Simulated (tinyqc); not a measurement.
Strain-driven crossing of the Gamma and L valleys in a germanium-like crystal: one step. The strain tensor for a uniaxial [100] load. Five cases, with inputs chosen for the exercise.

Problem. Form the tensor and its trace.

Biaxial loads: e0 is the in-plane strain e_par and the normal is free. (001): e_perp = -2 (C12/C11) e_par; exx = eyy = e_par, ezz = e_perp, no shear. (111): e_perp = -(2 C11 + 4 C12 - 4 C44)/(C11 + 2 C12 + 4 C44) e_par; exx = eyy = ezz = (2 e_par + e_perp)/3 and exy = eyz = ezx = (e_perp - e_par)/3. (110): e_perp = -(C11 + 3 C12 - 2 C44)/(C11 + C12 + 2 C44) e_par; exx = eyy = (e_par + e_perp)/2, ezz = e_par, exy = (e_perp - e_par)/2, eyz = ezx = 0. Uniaxial loads: a stress along n, scaled so that n.e.n = e0, with exx = s11 sxx + s12 (syy + szz), exy = s44 sxy/2, s11 = (C11 + C12)/((C11 - C12)(C11 + 2 C12)), s12 = -C12/((C11 - C12)(C11 + 2 C12)), s44 = 1/C44.

Give: strain tensor in the cubic axes; tr(e).

Case 1.

Values chosen (near those of Ge, gaps at low temperature; not measured data): C11 = 130.2 GPa; C12 = 48.4 GPa; C44 = 65.6 GPa; load = uniaxial [100] (kind of strain); e0 = 0.0098 (size of the strain).

Solution.

strain tensor in the cubic axes:
```
          x          y          z
x  0.009800   0.000000   0.000000
y  0.000000  -0.002656   0.000000
z  0.000000   0.000000  -0.002656
```

tr(e) = 0.004488

Case 2.

Values chosen (near those of Ge, gaps at low temperature; not measured data): C11 = 126 GPa; C12 = 48.9 GPa; C44 = 65.9 GPa; load = uniaxial [100] (kind of strain); e0 = 0.0446 (size of the strain).

Solution.

strain tensor in the cubic axes:
```
          x          y          z
x  0.044600   0.000000   0.000000
y  0.000000  -0.012470   0.000000
z  0.000000   0.000000  -0.012470
```

tr(e) = 0.019661

Case 3.

Values chosen (near those of Ge, gaps at low temperature; not measured data): C11 = 128.1 GPa; C12 = 49.2 GPa; C44 = 66.7 GPa; load = uniaxial [100] (kind of strain); e0 = 0.0167 (size of the strain).

Solution.

strain tensor in the cubic axes:
```
          x          y          z
x  0.016700   0.000000   0.000000
y  0.000000  -0.004634   0.000000
z  0.000000   0.000000  -0.004634
```

tr(e) = 0.007432

Case 4.

Values chosen (near those of Ge, gaps at low temperature; not measured data): C11 = 127.3 GPa; C12 = 49.1 GPa; C44 = 66.9 GPa; load = uniaxial [100] (kind of strain); e0 = 0.006 (size of the strain).

Solution.

strain tensor in the cubic axes:
```
          x          y          z
x  0.006000   0.000000   0.000000
y  0.000000  -0.001670   0.000000
z  0.000000   0.000000  -0.001670
```

tr(e) = 0.002660

Case 5.

Values chosen (near those of Ge, gaps at low temperature; not measured data): C11 = 129.4 GPa; C12 = 48.6 GPa; C44 = 66.9 GPa; load = uniaxial [100] (kind of strain); e0 = 0.0172 (size of the strain).

Solution.

strain tensor in the cubic axes:
```
          x          y          z
x  0.017200   0.000000   0.000000
y  0.000000  -0.004696   0.000000
z  0.000000   0.000000  -0.004696
```

tr(e) = 0.007808

Computed by tinyqc, one run a case: `OMP_NUM_THREADS=1 python tinyqc.py N N+1 out.jsonl` with N = 1050519, 1050897, 1051254, 1051345, 1080394; one thread of a shared Intel(R) Xeon(R) Processor @ 2.30GHz, about 0.01 s a run at most.
